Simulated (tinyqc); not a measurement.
Band offset of a heterojunction with an interface dipole (two-band chains, self-consistent charge), step by step. Values are carried at full precision from step to step, so a last printed digit may differ when a step is redone from the rounded ones.

Sites alternate A, C. Left: A at -G1/2, C at +G1/2, hopping -t1; right: A at D - G2/2, C at D + G2/2, hopping -t2; the bonds across the two interfaces of a ring (C left to A right, C right to A left) have -sqrt(t1 t2). D is the offset of the mid-gaps, so Ev(right) - Ev(left) = D - (G2 - G1)/2 and Ec(right) - Ec(left) = D + (G2 - G1)/2. The closing bond has its sign reversed (antiperiodic ring). Half the levels are filled with two electrons each. The charge moved is q = (electrons on the left) less one a site; the mean over the two interfaces, q/2, is taken as the charge that crosses each, and its dipole opposes the offset: D = D0 - u q/2.

Values chosen for the exercise (gaps near those of GaAs and AlAs; the chains and D0 are free models, so the offsets are not those of the real pair; the results hold for these values, not for the real material): G1 = 1.44 eV (gap on the left); G2 = 2.28 eV (gap on the right); t1 = 1.64 eV (hopping on the left); t2 = 1.92 eV (hopping on the right); D0 = -0.85 eV (mid-gap of the right side above that of the left, without dipole); n = 2 (cells a side in the small ring); u = 6.8 eV (potential step per electron moved across); mx = 0.3 (mixing).

## The small ring at D = D0

Fill in H.

H (eV), lower triangle:
```
         AL1      CL1      AL2      CL2      AR1      CR1      AR2     CR2
AL1  -0.7200
CL1  -1.6400   0.7200
AL2        0  -1.6400  -0.7200
CL2        0        0  -1.6400   0.7200
AR1        0        0        0  -1.7745  -1.9900
CR1        0        0        0        0  -1.9200   0.2900
AR2        0        0        0        0        0  -1.9200  -1.9900
CR2   1.7745        0        0        0        0        0  -1.9200  0.2900
```

## Levels and site charges

Diagonalise, fill the lower half with two electrons each, and sum the electrons on the left (L) less one a site.

levels (eV): -4.4091  -3.5439  -2.2505  -1.6783  1.1772  1.2953  2.9237  3.0856

electrons on the sites: AL1 1.3080, CL1 0.5842, AL2 1.3390, CL2 0.5472, AR1 1.4983, CR1 0.5911, AR2 1.4782, CR2 0.6540

q = -0.2216 electrons

Electrons move to the right, the side whose mid-gap lies lower.

## Self-consistent offset

From here on the ring has 24 cells a side.

Start at D = D0; D(out) = D0 - u q(D)/2; D(new) = D + mx (D(out) - D); stop when |D(out) - D| < 1e-7 eV.

Iterations:
```
i      D (eV)         q  D(out) (eV)  D(out) - D
0    -0.85000  -0.25401      0.01365       0.864
1    -0.59091  -0.17133     -0.26747       0.323
2    -0.49388  -0.14198     -0.36725       0.127
3    -0.45589  -0.13068     -0.40568      0.0502
4    -0.44083  -0.12623     -0.42083      0.0200
5    -0.43483  -0.12446     -0.42685     0.00798
6    -0.43243  -0.12375     -0.42925     0.00318
7    -0.43148  -0.12347     -0.43021     0.00127
8    -0.43110  -0.12336     -0.43059    0.000508
...       ...       ...          ...         ...
14   -0.43084  -0.12328     -0.43084    2.06e-06
15   -0.43084  -0.12328     -0.43084    8.23e-07
16   -0.43084  -0.12328     -0.43084    3.29e-07
17   -0.43084  -0.12328     -0.43084    1.31e-07
18   -0.43084  -0.12328     -0.43084    5.24e-08
```

D = -0.4308 eV

Converged at i = 18: the dipole removes 49 % of the starting offset.

## Linear response

chi = (q(+h) - q(-h))/(2h) at D = 0 with h = 0.01 eV; S = 1/(1 + u chi/2); linear estimate D = S D0.

chi = 0.28188 1/eV
S = 0.5106
linear estimate of D = -0.4340 eV

The self-consistent value is -0.4308 eV, +3.2 meV from the estimate. At D = 0 no net charge crosses: the mid-gaps are the neutrality levels of these symmetric chains.

## The line-up

Ev(right) - Ev(left) = D - (G2 - G1)/2 and Ec(right) - Ec(left) = D + (G2 - G1)/2, for D0, for the self-consistent D and for D = 0. Type I: the offsets have opposite signs; type III: one valence edge lies above the other conduction edge; else type II.

Offsets (eV):
```
case                            D  valence  conduction                 type
no dipole                  -0.850   -1.270      -0.430  type II (staggered)
self-consistent            -0.431   -0.851      -0.011  type II (staggered)
neutrality levels aligned   0.000   -0.420       0.420  type I (straddling)
```

The dipole shifts both offsets alike and leaves the type.

## Checks

- q at D = 0 against zero, as particle-hole symmetry demands: both 0.000000.
- q at the self-consistent D on 24 against 48 cells a side: both -0.1233.

(tinyqc, `OMP_NUM_THREADS=1 python tinyqc.py 1451668 1451669 out.jsonl`, Intel(R) Xeon(R) Processor @ 2.30GHz, 1 thread, shared host, about 0.3 s.)
